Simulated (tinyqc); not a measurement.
Width of the well: quantum-confined Stark effect in a modulator well.

Envelopes on cells of 0.5 angstrom over the well |z| < L/2 and 45 angstrom of barrier on each side, psi = 0 beyond, psi'/m continuous (mean mass between points), c = hbar^2/2m0. The electron sees + e F z and the hole - e F z, each with its offset in the barriers; 1 kV/cm = 1e-5 eV/angstrom. Light holes, band mixing and escape by tunnelling are left out.

Exciton: in-plane function exp(-rho/lam), 1/mu = 1/me + 1/mp, E(lam) = c/(mu lam^2) - (q/eps) times the integral over k of Fm(k)(1 + (k lam/2)^2)^(-3/2), Fm(k) the double integral of psi_e^2 psi_h^2 exp(-k |z - z'|), q = e^2/(4 pi eps0); binding Eb = -E at the minimum. Line at Eg + E_e + E_h - Eb, strength proportional to overlap^2/lam^2.

Constants: hbar^2/2m0 = 3.80998211 eV angstrom^2; e^2/(4 pi eps0) = 14.39964547 eV angstrom; hc = 1239.841984 eV nm.

Inputs chosen for the exercise (near those of an InGaAsP well in InP; not measured data): Vc = 0.181 eV (conduction offset); Vv = 0.303 eV (heavy-hole offset); me = 0.0501 m0 (electron, well); meb = 0.0786 m0 (electron, barrier); mh = 0.371 m0 (heavy hole along z, well); mhb = 0.479 m0 (heavy hole, barrier); Eg = 0.87 eV (gap of the well); mp = 0.112 m0 (heavy hole in the plane); eps = 13.3 (dielectric constant); Ls = (50, 66, 84, 104, 126, 150, 170) angstrom (widths); F_L = 92 kV/cm (field for this table).

Zero-field line, its shift at F_L and the relative strength.

Results:
```
L (angstrom)  line at F = 0 (nm)  Eb (meV)  shift (meV)  relative strength  shift x strength (meV)
50                        1288.8      7.20        -3.08              0.934                    2.88
84                        1354.3      6.60       -11.04              0.621                    6.86
104                       1373.9      6.29       -19.34              0.357                    6.90
126                       1388.0      6.00       -31.09              0.152                    4.73
150                       1398.3      5.71       -46.39              0.047                    2.20
170                       1404.3      5.50       -60.63              0.015                    0.93
```

Give the missing row, L (angstrom) = 66.

Computed row:
```
L (angstrom)  line at F = 0 (nm)  Eb (meV)  shift (meV)  relative strength  shift x strength (meV)
66                        1327.0      6.90        -5.87              0.831                    4.88
```

The shift grows with exponent 2.32 in L over the first two rows and 2.14 over the last two, against 4 for hard walls at second order; leakage lowers it in narrow wells and saturation in wide ones. The strength falls from 0.93 to 0.02, and the product of the two is largest at 104 angstrom.

tinyqc: `OMP_NUM_THREADS=1 python tinyqc.py 1282691 1282692 out.jsonl`; about 0.1 s, one thread, shared Intel(R) Xeon(R) Processor @ 2.30GHz.
